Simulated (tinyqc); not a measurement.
Inside a calculation. Model: octagonal on-chip spiral inductor, lumped pi model.

tinyqc, about 0.01 s, one thread, Intel Xeon 2.30GHz (shared host): `OMP_NUM_THREADS=1 python tinyqc.py 2302107 2302108 out.jsonl` Printed values are rounded.

Outer diameter do = di + 2 n wd + 2 (n - 1) sp, mean da = (do + di)/2, fill p = (do - di)/(do + di), length l = 3.314 n da. L = 2.25 mu0 n^2 da/(1 + 3.55 p), mu0 = 4 pi 1e-7 H/m. Rs = rho l/(wd delta (1 - exp(-th/delta))), delta = sqrt(rho/(pi f mu0)). Cs = n wd^2 eps0 eo/hu across the coil. At each end Cox = l wd eps0 eo/(2 ho) leads to the substrate branch Rsi = 2 rs he/(l wd) in parallel with Csi = l wd eps0 11.7/(2 he). With one end grounded Y = 1/(Rs + i w L) + i w Cs + 1/[1/(i w Cox) + 1/(1/Rsi + i w Csi)], w = 2 pi f; Q = -Im Y/Re Y. Eddy currents in neighbouring turns and in the substrate are left out.

Values chosen for this exercise; values of the order met in silicon radio-frequency processes: number of turns n = 5.5; line width wd = 20 um; space between turns sp = 2 um; inner diameter di = 80 um; metal thickness th = 2 um; metal resistivity rho = 1.9 uohm cm; oxide below the coil ho = 8.9 um; oxide between coil and underpass hu = 1 um; relative permittivity of the oxide eo = 4.1; substrate resistivity rs = 1000 ohm cm; effective spreading depth in the substrate he = 30 um; frequency f = 1.1 GHz.

Constants: eps0 = 8.8541878128e-12 F/m. Results are converted to the units shown.

## Geometry and model elements

do, l, L, delta, Rs, Cs, Cox, Rsi and Csi as defined.

do = 318 um
l = 3627.173 um
L = 5.450266 nH
delta = 2.091706 um
Rs = 2.675897 ohm
Cs = 79.86477 fF
Cox = 147.9486 fF
Rsi = 8270.904 ohm
Csi = 125.2511 fF

Rs is 1.55 times the direct-current value in this empirical form, which overstates the skin effect of a flat slab when delta is near th and so stands in for some current crowding.

## Admittance, quality factor and apparent inductance

Series branch 1/(Rs + i w L), substrate branch, total Y, Q = -Im Y/Re Y, apparent inductance Im(1/Y)/w, metal-only value w L/Rs, share of the loss in the substrate Re(substrate branch)/Re Y.

series branch = 1.87630-26.41336i mS
substrate branch = 0.0353127+0.4710581i mS
Y = 1.91162-25.39032i mS
Q = 13.28213
apparent inductance = 5.666363 nH
w L/Rs = 14.07735
share of the loss in the substrate = 1.847272 %

Q is 94.4 % of the metal-only value.
